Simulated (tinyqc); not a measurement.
Plane-wave Kohn-Sham cycle with exchange-only LDA in a layered model solid, step by step. One step of it, computed by the program tinyqc.

Problem. Iteration 1: potential. V_H(G) = 4 pi rho(G)/G^2 for G != 0 (uniform background); v_x = -(3 rho/pi)^(1/3); V = V_ext + V_H + v_x; Fourier components f(G_m) = (1/N) sum_j f(x_j) exp(-i G_m x_j).

A solid whose potential varies along x alone (atomic units):
```
parameter                      value
period a                   14.800000
cross-section of the cell  32.000000
electrons per cell                 4
grid points                       16
plane waves -n..n, n               3
k points                           1
V1 in V1 cos(2 pi x/a)     -0.620000
V2 in V2 cos(4 pi x/a)      0.080000
```

density at the start, on the grid x_j = j a/N (e/bohr^3): 0.00844595  0.00844595  0.00844595  0.00844595  0.00844595  0.00844595  0.00844595  0.00844595  0.00844595  0.00844595  0.00844595  0.00844595  0.00844595  0.00844595  0.00844595  0.00844595

Give: Potentials on the grid; V(G_m), m = 0, 1, 2, ....

Solution.

Potentials on the grid (hartree):
```
x          V_ext     V_H      v_x        V
0.0000   -0.5400  0.0000  -0.2005  -0.7405
0.9250   -0.5162  0.0000  -0.2005  -0.7168
1.8500   -0.4384  0.0000  -0.2005  -0.6389
2.7750   -0.2938  0.0000  -0.2005  -0.4944
3.7000   -0.0800  0.0000  -0.2005  -0.2805
4.6250    0.1807  0.0000  -0.2005  -0.0198
5.5500    0.4384  0.0000  -0.2005   0.2379
6.4750    0.6294  0.0000  -0.2005   0.4288
7.4000    0.7000  0.0000  -0.2005   0.4995
8.3250    0.6294  0.0000  -0.2005   0.4288
9.2500    0.4384  0.0000  -0.2005   0.2379
10.1750   0.1807  0.0000  -0.2005  -0.0198
11.1000  -0.0800  0.0000  -0.2005  -0.2805
12.0250  -0.2938  0.0000  -0.2005  -0.4944
12.9500  -0.4384  0.0000  -0.2005  -0.6389
13.8750  -0.5162  0.0000  -0.2005  -0.7168
```

V(G_m), m = 0, 1, 2, ... (hartree): -0.2005  -0.3100  0.0400  0.0000  0.0000  0.0000  0.0000
